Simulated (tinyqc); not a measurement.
Inside a calculation. Method: CIS and TDHF on RHF in the sto-6g basis, frozen core, for BeH2, spin multiplicity 1. One step of it, computed by the program tinyqc.

Problem. CIS matrix, triplets. A(ia,jb) = (e_a - e_i) d_ij d_ab - (ij|ab).

orbital energies (hartree): MO1 -4.597901, MO2 -0.432637, MO3 -0.392009, MO4 0.205203, MO5 0.210232, MO6 0.399528, MO7 0.761632

Two-electron integrals over orbitals (pq|rs), unique and non-zero (hartree); the lowest 1 orbital is frozen and left out:
```
p,q,r,s,(pq|rs)
2,2,2,2,0.383018
3,2,3,2,0.161549
3,3,2,2,0.395268
3,3,3,3,0.418125
4,2,2,2,0.009252
4,2,3,3,0.010322
4,2,4,2,0.047637
4,3,3,2,0.013459
4,3,4,3,0.014908
4,4,2,2,0.355979
4,4,3,3,0.341965
4,4,4,2,-0.026988
4,4,4,4,0.453324
5,2,5,2,0.047326
5,3,5,3,0.013142
5,4,5,2,-0.009202
5,4,5,4,0.025700
5,5,2,2,0.357933
5,5,3,3,0.342360
5,5,4,2,-0.009736
5,5,4,4,0.400494
5,5,5,5,0.450117
6,2,2,2,-0.016808
6,2,3,3,-0.041297
6,2,4,2,-0.004363
6,2,4,4,0.057185
6,2,5,5,0.062646
6,2,6,2,0.081409
6,3,3,2,-0.091381
6,3,4,3,-0.011150
6,3,6,3,0.083212
6,4,2,2,0.002451
6,4,3,3,-0.003823
6,4,4,2,0.039742
6,4,4,4,-0.003635
6,4,5,5,0.007067
6,4,6,2,0.021445
6,4,6,4,0.045037
6,5,5,2,0.046004
6,5,5,4,-0.006083
6,5,6,5,0.049349
6,6,2,2,0.386347
6,6,3,3,0.395229
6,6,4,2,0.024473
6,6,4,4,0.354254
6,6,5,5,0.361136
6,6,6,2,-0.021704
6,6,6,4,0.015383
6,6,6,6,0.409139
7,2,3,2,-0.042034
7,2,4,3,-0.011666
7,2,6,3,0.061557
7,2,7,2,0.057717
7,3,2,2,-0.002642
7,3,3,3,-0.018977
7,3,4,2,-0.016363
7,3,4,4,0.066128
7,3,5,5,0.066738
7,3,6,2,0.075678
7,3,6,4,0.009820
7,3,6,6,-0.020400
7,3,7,3,0.086209
7,4,3,2,-0.027142
7,4,4,3,0.011209
7,4,6,3,0.016329
7,4,7,2,0.004688
7,4,7,4,0.021740
7,5,5,3,0.013415
7,5,7,5,0.016797
7,6,3,2,0.138297
7,6,4,3,0.014670
7,6,6,3,-0.088942
7,6,7,2,-0.050077
7,6,7,4,-0.022952
7,6,7,6,0.132497
7,7,2,2,0.409110
7,7,3,3,0.426191
7,7,4,2,0.001976
7,7,4,4,0.383140
7,7,5,5,0.381756
7,7,6,2,-0.023519
7,7,6,4,-0.005999
7,7,6,6,0.418284
7,7,7,3,-0.000610
7,7,7,7,0.464238
```

Give: CIS matrix A, triplet.

Solution.

CIS matrix A, triplet (hartree):
```
,2>4,2>5,2>6,2>7,3>4,3>5,3>6,3>7
2>4,0.2819,0.0000,-0.0025,0.0000,0.0000,0.0000,0.0000,0.0271
2>5,0.0000,0.2849,0.0000,0.0000,0.0000,0.0000,0.0000,0.0000
2>6,-0.0025,0.0000,0.4458,0.0000,0.0000,0.0000,0.0000,-0.1383
2>7,0.0000,0.0000,0.0000,0.7852,0.0271,0.0000,-0.1383,0.0000
3>4,0.0000,0.0000,0.0000,0.0271,0.2552,0.0000,0.0038,0.0000
3>5,0.0000,0.0000,0.0000,0.0000,0.0000,0.2599,0.0000,0.0000
3>6,0.0000,0.0000,0.0000,-0.1383,0.0038,0.0000,0.3963,0.0000
3>7,0.0271,0.0000,-0.1383,0.0000,0.0000,0.0000,0.0000,0.7275
```
